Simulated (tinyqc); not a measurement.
# MOSFET in saturation, small-signal circuit and noise: effect of the gate length on speed and noise

Bias by the inversion coefficient IC = I/Ispec (charge-based model with velocity saturation; weak inversion below 0.1, strong above 10). Common-source circuit: gm, gds, Cgs, Cgd and Cj at the inner nodes, Rg in series with the gate; quasi-static, no source or drain resistance, no gate-body capacitance, no substrate network, no induced gate noise, so fmax is an upper estimate.

Ispec = 2 n mu Cox (W/L) Vt^2, lc = Ls/L, gms = [sqrt((lc IC + 1)^2 + 4 IC) - 1]/[2 + lc (lc IC + 1)], gm = gms Ispec/(n Vt), gds = sg gm. qs = [sqrt(1 + 4 IC) - 1]/2, Cgs = Cox W L qs (2 qs + 3)/(3 (qs + 1)^2) + Cov W, Cgd = Cov W, Cd = Cj W, Rg = Rsh (Wf/L)/(12 Nf) + Rc/W with Nf = W/Wf fingers (not rounded) contacted at both ends. fT = gm/(2 pi (Cgs + Cgd)), fmax = fT/(2 sqrt(Rg (gds + 2 pi fT Cgd))). Channel noise Sid = 4 kB T gam n gm with gam = (1/2 + (2/3) qs)/(1 + qs) + gw lc IC, qs = [sqrt(1 + 4 IC) - 1]/2, lc = Ls/L (the last term an empirical rise with velocity saturation); at the gate, white noise Sw = Sid/gm^2 + 4 kB T Rg. Number fluctuation with correlated mobility: S(f) = K/f, K = q^2 Vt lt Nt/(W L Cox^2) (1 + ac mu Cox I/gm)^2, Vt in eV with Nt per eV. Corner fc = K/Sw. IC is held fixed, and so is sg.

Values chosen for this exercise:
- T = 400 K (temperature)
- W = 10 um (total gate width)
- Cox = 0.95 uF/cm^2 (gate capacitance)
- mu = 220 cm^2/(V s) (mobility)
- n = 1.42 (slope factor)
- Ls = 25 nm (velocity-saturation length)
- sg = 0.15 (ratio gds/gm)
- Cov = 0.22 fF/um (overlap and fringe capacitance per side)
- Cj = 0.72 fF/um (drain junction capacitance)
- Rsh = 5 ohm (sheet resistance of the gate)
- Wf = 2 um (finger width)
- Rc = 300 ohm um (gate contact and vertical resistance)
- IC = 0.091 (inversion coefficient)
- gw = 0.07 (short-channel excess of the noise factor)
- Nt = 9.8e17 cm^-3 eV^-1 (oxide trap density)
- lt = 0.1 nm (tunnelling length into the oxide)
- ac = 0 V s/C (Coulomb scattering coefficient)

Constants: q = 1.602176634e-19 C, kB = 1.380649e-23 J/K, Vt = kB T/q. Results are converted to the units shown.

Result of one run:
```
I (uA)  Rg (ohm)  fT (GHz)  fmax (GHz)  sqrt(Sw) (nV/Hz^0.5)  fc (MHz)
1.284      30.33    0.4814       13.63                 25.83    0.2879
```

Which gate length L gave this result: 20, 32, 200, 320 or 500 nm?

L = 500 nm.

The whole series:
```
L (nm)  I (uA)  Rg (ohm)  fT (GHz)  fmax (GHz)  sqrt(Sw) (nV/Hz^0.5)  fc (MHz)
20       32.09     38.33     19.84       84.53                 5.450     161.8
32       20.05     35.21     12.51       69.90                 6.739     66.12
50       12.84     33.33     7.912       56.93                 8.317     27.78
79       8.124     32.11     4.842       45.14                 10.37     11.30
130      4.937     31.28     2.756       34.19                 13.24     4.215
200      3.209     30.83     1.642       26.25                 16.38     1.790
320      2.005     30.52    0.8961       19.09                 20.69    0.7016
500      1.284     30.33    0.4814       13.63                 25.83    0.2879
```

As L goes from 20 to 500 nm, fT falls from 19.8 to 0.481 GHz, fmax falls from 84.5 to 13.6 GHz, the white noise rises from 5.45 to 25.8 nV/Hz^0.5 and the corner falls from 162 to 0.288 MHz. fT goes as L^(-0.98) between the first two rows and L^(-1.39) between the last two; with no overlap and no velocity saturation it would go as 1/L^2. In every row fmax exceeds 4 fT, where channel resistance and substrate losses, left out here, would cap it.

tinyqc, about 0.01 s, one thread, Intel Xeon 2.30GHz (shared host): `OMP_NUM_THREADS=1 python tinyqc.py 2150028 2150029 out.jsonl`
